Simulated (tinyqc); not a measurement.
Comparisons within one model: donor level screened by free carriers (Yukawa potential). A value that a table varies takes the place of the one given here.

Potential -(q/(eps r)) exp(-ks r), q = e^2/(4 pi eps0). In units Ry* = Ry m/eps^2 and a* = a0 eps/m the problem is [-Laplacian - 2 exp(-x r)/r] psi = E psi with x = ks a*.

Converged values use 18 functions exp(-z r), z = 1.55^i, i = -11 to 6: S = 2/A^3, H = z_i z_j S - 2/(A + x)^2, A = z_i + z_j.

Screening wave number: Debye ks^2 = 4 pi q n/(eps kB T); Thomas-Fermi ks^2 = 6 pi q n/(eps EF) with EF = c (3 pi^2 n/gv)^(2/3)/m, c = hbar^2/2m0; the two are joined by 1/ks^2 = sqrt(1/ks_D^4 + 1/ks_TF^4). 1e18/cm^3 = 1e-6/angstrom^3, q = e^2/(4 pi eps0).

Constants: e^2/(4 pi eps0) = 14.39964547 eV angstrom; kB = 8.617333262e-05 eV/K; hbar^2/2m0 = 3.80998211 eV angstrom^2; Ry = 13.60569312 eV; a0 (Bohr radius) = 0.5291772105 angstrom.

Inputs chosen for the exercise (near those of a donor in 4H SiC, with one mean mass; not measured data): xs = (0.06, 0.15, 0.36, 0.56, 0.63, 0.82, 1.03) (values of x); m = 0.399 m0 (mass); eps = 9.8 (dielectric constant); gv = 3 (valleys); T = 77 K (temperature); nl = (0.017, 0.057, 0.17, 0.57, 1.7, 5.7, 17) x 1e18/cm^3 (densities); n = 0.57 x 1e18/cm^3 (free-carrier density).

## Towards the loss of the bound state

First order (-1 + 2x), one-parameter (minimum of z^2 - 8 z^3/(2z + x)^2) and converged 1s energies in Ry*, and the mean radius in a*; a dash marks an unbound result.

Results:
```
x,first order,trial function,converged,<r>
0.06,-0.8800,-0.8852,-0.8852,1.50
0.15,-0.7000,-0.7309,-0.7309,1.53
0.36,-0.2800,-0.4408,-0.4419,1.65
0.56,-,-0.2394,-0.2440,1.90
0.63,-,-0.1837,-0.1901,2.03
0.82,-,-0.0669,-0.0802,2.64
1.03,-,-,-0.0145,5.03
```

First order loses the state at x = 0.5, the trial function reaches zero energy at x = 1.00, and the exact limit is 1.19. The radius starts at 1.5 a*, grows slowly at first (1.65 at x = 0.36), then steadily, and swells towards the end (5.0 at 1.03), where a single exponential fails: the binding vanishes as the square of the distance from 1.19.

## Binding against carrier density

Ry* = 56.5251 meV
a* = 12.997 angstrom

x from the joined ks; converged 1s binding (dash: x above 1.17, at or past the limit 1.19 where the state unbinds).

Results:
```
n (1e18/cm^3),EF/kB T,1/ks (angstrom),x,binding (meV),n^(1/3) a*
0.017,0.04,145.4,0.089,47.06,0.033
0.057,0.10,79.5,0.164,40.10,0.050
0.17,0.20,46.2,0.281,30.49,0.072
0.57,0.46,25.7,0.506,16.42,0.108
1.7,0.94,15.8,0.823,4.47,0.155
5.7,2.11,10.4,1.245,-,0.232
17,4.38,8.1,1.609,-,0.334
```

The binding falls from 47.1 to 4.5 meV (bare value 56.5); it passes half the bare value between 0.17 and 0.57 x 1e18/cm^3. The level is unbound, or bound by less than 0.001 Ry*, from 5.7 x 1e18/cm^3 on; as the density rises, it is lost by the time n^(1/3) a* reaches 0.23. x grows with exponent 0.50 in n at the start and 0.23 at the end (1/2 for Debye, 1/6 for Thomas-Fermi screening).

## What each parameter does

Ry* = Ry m/eps^2, a* = a0 eps/m, x = ks a* with the joined ks; converged binding. Each row changes one parameter from the base and keeps the others.

Results:
```
case,1/ks (angstrom),x,binding in Ry*,binding (meV)
base,25.7,0.506,0.290,16.42
n = 0.855 x 1e18/cm^3,21.3,0.611,0.204,11.53
T = 47 K,20.7,0.627,0.192,10.87
m = 0.447 m0,25.6,0.454,0.340,21.56
eps = 9,24.6,0.485,0.310,20.78
gv = 4,25.5,0.510,0.287,16.24
```

The largest shifts from the base row, up to three for each result and ties (the steps differ in size, so this ranks the rows, not the parameters). 1/ks (angstrom): T -4.9, n -4.4, eps -1.1. x: T +0.121, n +0.105, m -0.052. binding in Ry*: T -0.098, n -0.087, m +0.050. binding (meV): T -5.55, m +5.14, n -4.89.

Computed by tinyqc, a small Python program: `OMP_NUM_THREADS=1 python tinyqc.py 1281406 1281407 out.jsonl` (the numbers bound the seed that draws the inputs); one thread of a shared host (Intel(R) Xeon(R) Processor @ 2.30GHz), about 0.01 s for the whole set of steps.
